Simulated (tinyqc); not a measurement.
Keating valence-force model of a tetrahedral crystal. Changing the bond bending beta_A. Computed by tinyqc, a small Python program. Command: `OMP_NUM_THREADS=1 python tinyqc.py 3001739 3001740 out.jsonl keating sweep`. One thread of a shared host (Intel(R) Xeon(R) Processor @ 2.30GHz), about 0.04 s of CPU time with the checks.

Atom A sits at 0 and atom B at a/4 (1,1,1) of an fcc lattice; the four bonds from A are t = a/4 (1,1,1), a/4 (1,-1,-1), a/4 (-1,1,-1), a/4 (-1,-1,1), of length d = sqrt(3) a/4. Energy: E = (3 alpha/(8 d^2)) sum over bonds (r.r - d^2)^2 + (3 beta/(8 d^2)) sum over pairs of bonds at one atom (r_i.r_j + d^2/3)^2, with beta_A for the six pairs at A and beta_B for the six at B. The cell holds two atoms, Omega = a^3/4. 1 N/m = 1 J/m^2. With constants fitted to the elastic moduli this model puts optical and zone-boundary frequencies of real crystals too high, by up to about 20 % in elemental crystals and up to about 50 % in compounds, and mostly by more for TA modes; in compounds the lattice part of the static dielectric constant then comes out too low.

Inputs (values chosen for the exercise, modelled on indium arsenide):
```
quantity                value      unit
lattice constant a      6.058  angstrom
mass M_A               114.82         u
mass M_B                74.92         u
bond stretching alpha      35       N/m
bond bending beta_B      5.68       N/m
```

Structure: zinc blende.

Constants: nu for 1 eV/(angstrom^2 u) = 15.6333042 THz; 1 eV/angstrom^2 = 16.02176634 J/m^2; 1 THz = 33.35640952 1/cm.

Method:
- beta = (beta_A + beta_B)/2; C11 = (alpha + 3 beta)/a, C12 = (alpha - beta)/a, C44 = 4 alpha beta/(a (alpha + beta)); with the two sublattices clamped C44(0) = (alpha + beta)/a; internal-strain parameter zeta = (alpha - beta)/(alpha + beta); B = (C11 + 2 C12)/3.
- beta = (beta_A + beta_B)/2; mu = M_A M_B/(M_A + M_B); lambda = 4 (alpha + beta)/mu with the springs in eV/angstrom^2; nu = 15.6333042 THz x sqrt(lambda).
- With displacements u exp(i q.r), each bracket changes by g.u, where g = (g_A, g_B): bond t, g = (-2 t, 2 t exp(i q.t)); pair (i, j) at A, g = (-(t_i + t_j), t_i exp(i q.t_j) + t_j exp(i q.t_i)); pair at B, g = (-t_i exp(-i q.t_j) - t_j exp(-i q.t_i), t_i + t_j). Then D_mn = sum over the 4 bonds and 12 pairs of (4 k/a^2) conj(g_m) g_n / sqrt(M_m M_n), with k = alpha or beta converted to eV/angstrom^2. Only the short-range forces enter; the Coulomb field of the charges is left out.
- An eigenvalue lambda of D in eV/(angstrom^2 u) gives nu = 15.6333042 THz x sqrt(lambda).
- Take the lowest frequency at X = (1, 0, 0) 2 pi/a, the transverse acoustic (TA) mode.

One run for each value; columns: (1) bond bending beta_A (N/m); (2) C44 (GPa); (3) internal-strain parameter zeta; (4) TA frequency at X (THz); (5) C11 (GPa); (6) C12 (GPa); (7) nu_TO at G (THz):
```
(1)      (2)      (3)     (4)     (5)     (6)     (7)
1.1   20.407  0.82339  2.0833   74.56  52.179  7.1880
1.7   22.041  0.80925  2.1730   76.05  51.684  7.2160
2.8   24.971  0.78389  2.3284   78.77  50.776  7.2671
4.5   29.341  0.74607  2.5493   82.98  49.373  7.3454
7.3   36.149  0.68715  2.8751   89.91  47.062  7.4726
12.0  46.599  0.59672  3.3477  101.55  43.183  7.6813
19.0  60.240  0.47866  3.9386  118.88  37.405  7.9820
32.0  80.868  0.30015  4.8115  151.07  26.675  8.5124
```

Describe and explain the trends.

Over the rows, C44 (GPa) rises from 20.4 to 80.9 (exponent d ln y / d ln x 0.18 between the first rows and 0.56 between the last); internal-strain parameter zeta falls from 0.823 to 0.300 (exponent d ln y / d ln x -0.040 between the first rows and -0.90 between the last); TA frequency at X (THz) rises from 2.08 to 4.81 (exponent d ln y / d ln x 0.097 between the first rows and 0.38 between the last). The clamped-to-relaxed loss zeta^2 shrinks from 68 % to 9 %. Without bond bending C44, C11 - C12 and the TA frequency at X would all vanish: the tetrahedral net is held against shear by its angles.

Extremes, crossings and ranges named in words are read from the listed rows.
